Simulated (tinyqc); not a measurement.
Coherent transport through a tight-binding region between two chains, step by step. One step of it, computed by the program tinyqc.

Task: Transmission at E = 0.39 eV. Surface Green function g = (E - i sqrt(4 t^2 - E^2)) / (2 t^2); self-energy tc^2 g on each contact site; G = (E - H - Sigma)^(-1); Gamma = -2 Im Sigma; T = Gamma_L Gamma_R |G_LR|^2; local density of states -Im G_ii / pi.

H of the central region (eV), lower triangle:
```
           1          2         3
1  -0.970000
2  -1.090000  -0.950000
3   0.000000  -0.350000  0.040000
```

Leads: semi-infinite chains with site energy 0:
```
parameter                           value
lead hopping t (eV)              1.900000
coupling to the left lead (eV)   0.620000
coupling to the right lead (eV)  0.610000
left contact site                       1
right contact site                      3
```

E = 0.390000 eV

Give: g; G; local density of states; transmission.

Result:

g = 0.0540-0.5235i 1/eV

G (1/eV), lower triangle:
```
                 1                2               3
1   1.2618-1.8657i
2  -0.9774+2.0593i   1.5811-2.3497i
3  -0.1877-2.0739i  -0.1523+2.5828i  1.1676-3.4296i
```

local density of states (1/eV): 0.5939  0.7479  1.0917

transmission = 0.6800
